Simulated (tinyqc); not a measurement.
Gap and mass from two generation rates.

Inverse problem. In the two-band model the band-to-band tunnelling rate in a uniform field is G = A F^2 exp(-B/F), with B = pi sqrt(m/C) Eg^1.5/4 (V/nm), A = 1e21 (2 q/h) m Eg/(16 pi C B) for G in cm^-3 s^-1 and F in V/nm, C = hbar^2/(2 m0). Find B, A, Eg and m.

Constants: q = 1.602176634e-19 C, hbar = 1.054571817e-34 J s, h = 6.62607015e-34 J s, m0 = 9.1093837015e-31 kg, hbar^2/(2 m0) = 0.0380998212 eV nm^2. Results are converted to the units shown.

G at F = 0.04 and 0.068 V/nm (cm^-3 s^-1): 5.0849229e22  5.5618898e26

Answer. The slope of ln(G/F^2) against 1/F is -B and the intercept gives A. The product A B fixes m Eg, and B = (pi/4) Eg sqrt(m Eg/C) then gives Eg.

B = 0.800 V/nm
A = 1.55e34 cm^-3 s^-1 (V/nm)^-2
Eg = 0.896 eV
m = 0.0550 m0

Computed by the program tinyqc: `OMP_NUM_THREADS=1 python tinyqc.py 2620084 2620085 out.jsonl`, one thread of a shared Intel Xeon 2.30GHz, about 0.01 s for the whole run.
